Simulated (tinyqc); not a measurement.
KAI against NLS in time: switching kinetics of a ferroelectric film and the memory window of a ferroelectric gate stack. Computed by tinyqc, a small Python program. Command: `OMP_NUM_THREADS=1 python tinyqc.py 3022486 3022487 out.jsonl feswitch walk`. One thread of a shared host (Intel(R) Xeon(R) Processor @ 2.30GHz), about 0.02 s of CPU time with the checks.

Fields in MV/cm; 1 microcoulomb/cm^2 over eps_0 is 11.29409 MV/cm. In the stack (metal, ferroelectric, interlayer, channel) the channel is taken as a conductor.

Inputs (values chosen for the exercise, for a model hafnia-based film): dimension n = 3; half width w of log10 t = 1.2.

Method. KAI: 1 - exp[-(t/t1)^n]. NLS: the same kernel averaged over the Lorentzian F = (1/pi) w/[(z - log10 t1)^2 + w^2] in z = log10 tau.

Switched share:
```
log10(t/t1)     KAI      NLS
-3.0         0.0000  0.12467
-2.0         0.0000  0.17912
-1.0         0.0010  0.29471
-0.5         0.0311  0.39542
-0.2         0.2221  0.46951
0.0          0.6321  0.52129
0.2          0.9813  0.57210
0.5          1.0000  0.64170
1.0          1.0000  0.73181
2.0          1.0000  0.83289
3.0          1.0000  0.88154
```

What does the comparison show, and why?

KAI goes from 10 to 90 % within 0.45 decades of time; a Lorentzian of this width needs about 2 w tan(0.4 pi) = 7.4 decades. Three decades after t1, 11.8 % of the NLS film has not switched, and three decades before it 12.5 % already has: the tails set write margins and disturb errors.
